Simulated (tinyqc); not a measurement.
Chemical shift by three methods: effective-mass impurity with a central-cell term, in a basis of Slater functions. Computed by tinyqc, a small Python program. Command: `OMP_NUM_THREADS=1 python tinyqc.py 3005029 3005030 out.jsonl centralcell walk`. One thread of a shared host (Intel(R) Xeon(R) Processor @ 2.30GHz), about 0.01 s of CPU time with the checks.

The envelope obeys H = -nabla^2 - (2/r) [Z + A exp(-kappa r)] in effective units, with kappa = a*/lambda; positive A deepens the well near the core.

Inputs (values chosen for the exercise, with screening close to that of diamond): effective mass m = 0.355 m_0; dielectric constant eps = 5.59; charge Z of the core = 1; central-cell strength A = 5.3; central-cell range lambda = 0.78 angstrom.

Impurity: acceptor, one isotropic band.

Constants: Ry = 13.605693123 eV; a_0 = 0.529177210903 angstrom.

Method:
- Units: Ry* = Ry m/eps^2 and a* = a_0 eps/m, with m in m_0.
- kappa = a*/lambda; the hydrogenic ground state is bound by Z^2 Ry*.
- For s functions exp(-zeta r), with s = zeta_i + zeta_j: S = 2/s^3, T = zeta_i zeta_j S, V = -2 Z/s^2, W = -2 A/(s + kappa)^2; each function is normalised by dividing by sqrt(S_ii S_jj).
- Large basis: zeta_i = 0.06 x 1.6^(i-1), i = 1..22, same formulas; for p functions r exp(-zeta r): S = 24/s^5, T = zeta_i zeta_j S (centrifugal term included), V = -12 Z/s^4, W = -12 A/(s + kappa)^4; overlap eigenvalues below 1e-11 are dropped.
- First order: shift = 8 A Z^3/(2 Z + kappa)^2 Ry*. One exponent: minimise zeta^2 - 2 Z zeta - 8 A zeta^3/(2 zeta + kappa)^2 by golden section on 0.2 to 6 Z. All shifts are the binding beyond Z^2 Ry*.

kappa = 10.6829 1/a*

Ry* = 154.570 meV

hydrogenic binding energy = 154.570 meV

Shift of the 1s binding energy (meV):
```
A      first order  one exponent  large basis
-5.30      -40.743        -28.20       -23.03
-2.65      -20.371        -16.58       -14.69
0.53         4.074          4.28         4.41
1.32        10.147         11.55        12.55
2.65        20.371         27.17        32.84
5.30        40.743         89.11       140.47
6.62        50.890        177.02       292.55
```

The three columns are ordered, first order <= one exponent <= large basis, since each is a variational bound with more freedom. At the largest attractive A first order gives 17 % and one exponent 61 % of the shift; at the most repulsive A the true shift is -23.034 meV against -40.743. Attraction pulls the envelope in and feeds itself, repulsion pushes it out and saturates.

Extremes, crossings and ranges named in words are read from the listed rows.
